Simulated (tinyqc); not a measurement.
Thin-body transistor below threshold, two-dimensional Poisson equation on a small mesh: one step of the calculation.

A thin body on a thick buried insulator of low permittivity, taken as carrying no normal field at the bottom of the body (row 0). Mobile charge is neglected (subthreshold), the body is fully depleted, and potentials are counted from the intrinsic level; rows run upward to the gate, columns from source to drain.

Question. Coefficients of the five-point equations. Mesh: rows i = 0..3 in the semiconductor (step hs = tb/3, row 3 on the interface), then 2 step(s) ho = tox/2 up to the gate row 5; columns j = 0..6 (step hy = L/6). Box integration, divided by eps0: up_i = eps hy/h of the interval above row i, dn_i = that of the interval below (0 for row 0), lat_i = (sum of eps h/2 over the intervals above and below)/hy, s_i = -q Na w_i hy/eps0 with w_i the semiconductor height of the box (hs/2 for row 0 and the interface row, hs between, 0 in the insulator). Each free node obeys (up + dn + 2 lat) psi = up psi(above) + dn psi(below) + lat [psi(left) + psi(right)] + s.

Values chosen for this exercise; semiconductor permittivity made up: relative permittivity of the semiconductor eps_r = 12.9; relative permittivity of the insulator eox = 9; body thickness tb = 8 nm; insulator thickness tox = 3.2 nm; channel length L = 38 nm; acceptor density of the depleted body Na = 2.1e17 cm^-3.

Constants: q = 1.602176634e-19 C, eps0 = 8.8541878128e-14 F/cm where lengths are in cm. Results are converted to the units shown.

Find: up; dn; lat; s.

Answer.

```
row      up      dn     lat      s (V)
0    30.637       0  2.7158  -0.032089
1    30.637  30.637  5.4316  -0.064177
2    30.637  30.637  5.4316  -0.064177
3    35.625  30.637  3.8526  -0.032089
4    35.625  35.625  2.2737          0
```

Numbers from tinyqc (`OMP_NUM_THREADS=1 python tinyqc.py 2480143 2480144 out.jsonl`; about 0.2 s on one thread of a shared Intel Xeon 2.30GHz).
